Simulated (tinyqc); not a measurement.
Inside a calculation. Method: lattice vibrations of a chain. Computed by tinyqc, a small Python program that keeps every step. Command: `OMP_NUM_THREADS=1 python tinyqc.py 26382 26383 out.jsonl` (the two numbers bound the seeds that draw the settings). One thread of a shared host (Intel(R) Xeon(R) Processor @ 2.60GHz), about 0.01 s of CPU time with the checks.

## Dynamical matrix at q = 0.41

A chain moving along its axis:
```
atom                mass (u)  spring to the next atom (eV/angstrom^2)
1                   4.900000                                 3.000000
2                  99.200000                                16.300000
second neighbours          -                                 0.400000
```

q is in units of 2 pi/a. A spring k from atom i to atom j, n cells on, adds k to Phi_ii and Phi_jj, -k exp(2 pi i q n) to Phi_ij and the conjugate to Phi_ji (for one atom a cell: 2k (1 - cos 2 pi q n)); D_ij = Phi_ij / sqrt(m_i m_j).

D(q) (eV/(angstrom^2 u)):
$$\begin{pmatrix}
4.239890 & 0.488159+0.396149i \\
0.488159-0.396149i & 0.209430
\end{pmatrix}$$

## Frequencies

omega^2 are the eigenvalues; wavenumber = 521.4708 sqrt(eigenvalue) 1/cm.

eigenvalues: [0.113645, 4.335675]

wavenumbers (1/cm): [175.8, 1085.8]

weights |e|^2 of the mass-weighted modes, order atom 1, atom 2:
$$\begin{pmatrix}
0.022687 & 0.977313 \\
0.977313 & 0.022687
\end{pmatrix}$$

## Dispersion and heat capacity

C/k_B per atom = mean over q = (j + 1/2)/80, j = 0..39 and all branches of y^2 e^y/(e^y - 1)^2, y = hc wavenumber / k_B T.

Wavenumbers (1/cm):
```
q           branch 1     branch 2
0.000000    0.000000  1060.181360
0.062500   36.381905  1061.229159
0.125000   71.203566  1064.218244
0.187500  103.020384  1068.705813
0.250000  130.594998  1074.020248
0.312500  152.948898  1079.356482
0.375000  169.371386  1083.896678
0.437500  179.396353  1086.938394
0.500000  182.765378  1088.007994
```

Heat capacity:
```
T (K)  C/k_B per atom
20           0.080257
50           0.226925
100          0.385177
200          0.479034
300          0.562063
600          0.791737
1200         0.935262
```

zero-point energy per atom = 36.923568 meV
